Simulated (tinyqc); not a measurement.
Inside a calculation. Model: MOSFET in saturation, small-signal circuit and noise.

tinyqc, about 0.01 s, one thread, Intel Xeon 2.30GHz (shared host): `OMP_NUM_THREADS=1 python tinyqc.py 2150137 2150138 out.jsonl` Printed values are rounded.

Bias by the inversion coefficient IC = I/Ispec (charge-based model with velocity saturation; weak inversion below 0.1, strong above 10). Common-source circuit: gm, gds, Cgs, Cgd and Cj at the inner nodes, Rg in series with the gate; quasi-static, no source or drain resistance, no gate-body capacitance, no substrate network, no induced gate noise, so fmax is an upper estimate.

Parameters, values chosen for the exercise:
- T = 325 K (temperature)
- L = 90 nm (gate length)
- W = 5 um (total gate width)
- Cox = 2.15 uF/cm^2 (gate capacitance)
- mu = 280 cm^2/(V s) (mobility)
- n = 1.42 (slope factor)
- Ls = 10 nm (velocity-saturation length)
- sg = 0.059 (ratio gds/gm)
- Cov = 0.3 fF/um (overlap and fringe capacitance per side)
- Cj = 0.54 fF/um (drain junction capacitance)
- Rsh = 15 ohm (sheet resistance of the gate)
- Wf = 4 um (finger width)
- Rc = 200 ohm um (gate contact and vertical resistance)
- IC = 1.3 (inversion coefficient)
- gw = 0.08 (short-channel excess of the noise factor)
- Nt = 1.7e17 cm^-3 eV^-1 (oxide trap density)
- lt = 0.1 nm (tunnelling length into the oxide)
- ac = 10000 V s/C (Coulomb scattering coefficient)
- f = 10 GHz (signal frequency)

Constants: q = 1.602176634e-19 C, kB = 1.380649e-23 J/K, Vt = kB T/q. Results are converted to the units shown.

## Current, transconductance and gain

Ispec = 2 n mu Cox (W/L) Vt^2, lc = Ls/L, gms = [sqrt((lc IC + 1)^2 + 4 IC) - 1]/[2 + lc (lc IC + 1)], gm = gms Ispec/(n Vt), gds = sg gm.

Ispec = 74.4998 uA
I = 96.8497 uA
gms = 0.729339
gm = 1.36628 mS
gds = 0.0806105 mS
gm/I = 14.1072 1/V

gm/I is 56.1 % of its weak-inversion limit 1/(n Vt); without velocity saturation (lc = 0) gms would be 0.745.

## Capacitances, gate resistance and cut-off frequencies

qs = [sqrt(1 + 4 IC) - 1]/2, Cgs = Cox W L qs (2 qs + 3)/(3 (qs + 1)^2) + Cov W, Cgd = Cov W, Cd = Cj W, Rg = Rsh (Wf/L)/(12 Nf) + Rc/W with Nf = W/Wf fingers (not rounded) contacted at both ends. fT = gm/(2 pi (Cgs + Cgd)), fmax = fT/(2 sqrt(Rg (gds + 2 pi fT Cgd))).

Cgs = 5.04274 fF
Cgd = 1.5 fF
Cd = 2.7 fF
Rg = 84.4444 ohm
fT = 33.2354 GHz
fmax = 91.1216 GHz

Overlap and fringe make up 45.9 % of the gate capacitance; fmax is 2.74 times fT.

## Admittance matrix

Inner admittances at w = 2 pi f: y11 = i w (Cgs + Cgd), y12 = -i w Cgd, y21 = gm - i w Cgd, y22 = gds + i w (Cgd + Cd). Invert to Z, add Rg to Z11 and invert back to Y.

inner y (mS):

|  | 1 | 2 |
|---|---|---|
| 1 | 0.00000+0.41109i | 0.00000-0.09425i |
| 2 | 1.36628-0.09425i | 0.08061+0.26389i |

Y with Rg (mS):

|  | 1 | 2 |
|---|---|---|
| 1 | 0.01425+0.41060i | -0.00327-0.09413i |
| 2 | 1.36137-0.14151i | 0.08174+0.27473i |

## Current gain and unilateral power gain

|h21| = |Y21/Y11|; U = |Y21 - Y12|^2/(4 [Re Y11 Re Y22 - Re Y12 Re Y21]). Extrapolated at 20 dB a decade: f |h21| and f sqrt(U).

|h21| = 3.33144
U = 83.0315
f |h21| = 33.3144 GHz
f sqrt(U) = 91.1216 GHz

f |h21| is 0.24 % above the formula for fT, and f sqrt(U) within 0.01 % of that for fmax.

## Noise at the gate

Channel noise Sid = 4 kB T gam n gm with gam = (1/2 + (2/3) qs)/(1 + qs) + gw lc IC, qs = [sqrt(1 + 4 IC) - 1]/2, lc = Ls/L (the last term an empirical rise with velocity saturation); at the gate, white noise Sw = Sid/gm^2 + 4 kB T Rg. Number fluctuation with correlated mobility: S(f) = K/f, K = q^2 Vt lt Nt/(W L Cox^2) (1 + ac mu Cox I/gm)^2, Vt in eV with Nt per eV. Corner fc = K/Sw. Full shot noise would be 2 q I.

gam = 0.582711
Sid = 2.02912e-23 A^2/Hz
Sid/(2 q I) = 0.653837
sqrt(Sw) = 3.51932 nV/Hz^0.5
K = 1.19597e-10 V^2
fc = 9.65614 MHz

The gate resistance gives 12 % of the white noise power.
